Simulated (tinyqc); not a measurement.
Worked calculation: electroplating on a thin resistive seed layer: kinetics, Wagner number and the terminal effect across a wafer. Computed by tinyqc, a small Python program that keeps every step. Command: `OMP_NUM_THREADS=1 python tinyqc.py 3120239 3120240 out.jsonl terminal walk`. One thread of a shared host (Intel(R) Xeon(R) Processor @ 2.30GHz), about 0.02 s of CPU time with the checks. Intermediate numbers are printed to about 6 digits and carried at full precision; extremes and crossings named in words are read from the listed rows.

Current enters the seed at the rim. The bath is treated as a local resistance per area (no lateral flow in the liquid), two electrons per ion, molar volume 7.11 cm^3/mol, Faraday constant F = e N_A, kinematic viscosity 0.01 cm^2/s, omega = 2 pi x rpm/60; k_B T/e is in volts.

Inputs (values chosen for the exercise, of the order of those for copper plating from an acid sulfate bath):
```
quantity                               value         unit
wafer radius R                            15           cm
seed thickness t                          27           nm
seed resistivity                         6.7  microohm cm
bath conductivity kappa                0.065         S/cm
gap to the anode h                       4.4           cm
extra resistance of a porous plate         0     ohm cm^2
exchange current density i_0            0.15      mA/cm^2
cathodic transfer coefficient alpha     0.47            -
mean current density                       9      mA/cm^2
diffusivity of the metal ion         6.7e-06       cm^2/s
metal ion concentration                 0.27        mol/L
rotation rate                            200          rpm
temperature T                            298            K
```

Constants: e = 1.602176634e-19 C; N_A = 6.02214076e+23 1/mol; k_B = 8.617333262e-05 eV/K.

## Rate, limit and resistances

Growth rate = i V_m/(2 F). Levich limit i_L = 0.62 x 2 F D^(2/3) omega^(1/2) nu^(-1/6) c. Tafel overpotential eta = (k_B T/(alpha e)) ln(i/i_0); kinetic resistance k_B T/(alpha e i); bath resistance h/kappa + plate; R_s = resistivity/t; Wagner number = kinetic resistance x kappa/R.

growth rate = 198.963 nm/min

limiting current i_L = 113.195 mA/cm^2

overpotential = 223.705 mV

kinetic resistance = 6.07084 ohm cm^2

bath resistance R_b = 67.6923 ohm cm^2

sheet resistance R_s = 2.48148 ohm/square

Wagner number = 0.0263070

## Linear estimate of the terminal effect

Linearised: with R_t = kinetic + bath resistance the current density obeys (1/r)(r i')' = i R_s/R_t, so i = A I_0(r/l), l = sqrt(R_t/R_s); with x = R/l, edge/centre = I_0(x) and edge/mean = x I_0(x)/(2 I_1(x)). Voltage drop in the seed for a uniform current: i R_s R^2/4.

length l = 5.45210 cm

x = R/l = 2.75123

edge over centre, linear = 3.99980

edge over mean, linear = 1.74179

drop for uniform current = 1256.25 mV

## Current distribution

Full model: seed potential phi(r) with (1/r)(r phi')' = R_s i, where i solves phi = R_b i + (k_B T/(alpha e)) ln(i/i_0) (phi being the driving voltage left at r); phi'(0) = 0 and phi'(R) = R_s i_mean R/2. Solved by collocation to a tolerance of 1e-7.

Across the wafer:
```
r/R   i (mA/cm^2)   i/mean  i/mean, linear
0.00       4.0168  0.44631         0.43547
0.20       4.2991  0.47767         0.46906
0.40       5.2246  0.58052         0.57764
0.60       7.0494  0.78326         0.78664
0.75       9.2951  1.03279         1.03795
0.90      12.6591  1.40657         1.40672
1.00      15.7657  1.75175         1.74179
```

edge over centre, full model = 3.92494

The full model gives 3.92 against 4.00 from the linear form; the kinetic resistance, which the linear form holds fixed, is a small part of R_t here.

## As the film thickens, and with more bath resistance

The film is taken as uniform, with the seed resistivity; the last column adds 100 ohm cm^2 to R_b. Extra power of that plate = i^2 x 100 ohm cm^2 x area.

Edge over centre:
```
thickness (nm)  R_s (ohm/square)  as given  with 100 ohm cm^2 more
27.0                     2.48148   3.92494                 1.97762
40.5                     1.65432   2.69985                 1.61103
54.0                     1.24074   2.18691                 1.44357
81.0                     0.82716   1.73521                 1.28616
135.0                    0.49630   1.41534                 1.16721
270.0                    0.24815   1.19832                 1.08196
540.0                    0.12407   1.09687                 1.04057
```

extra power = 5.72555 W

The ratio falls below 1.1 from 540 nm on as given, and from 270 nm on with the added resistance: what counts is R_s R^2 against the sum of kinetic and bath resistance.

Checks made by the program: mean of the distribution (relative difference 2e-07).
